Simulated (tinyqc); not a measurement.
# Diffusion length from constant photovoltage

Question. In a thick sample with a thin depletion layer the excess density at its edge goes as flux/(1/alpha + L), so the flux needed for a fixed surface photovoltage is proportional to 1/alpha + L. Find L.

photon flux for the same photovoltage at absorption coefficients 98 and 630 1/cm (relative units): 122.04082  35.873016

Answer. The line of flux against 1/alpha meets zero at -L.

slope against 1/alpha = 1.000 1/um
L = 20.00 um

tinyqc, about 0.01 s, one thread, Intel Xeon 2.30GHz (shared host): `OMP_NUM_THREADS=1 python tinyqc.py 2430049 2430050 out.jsonl`
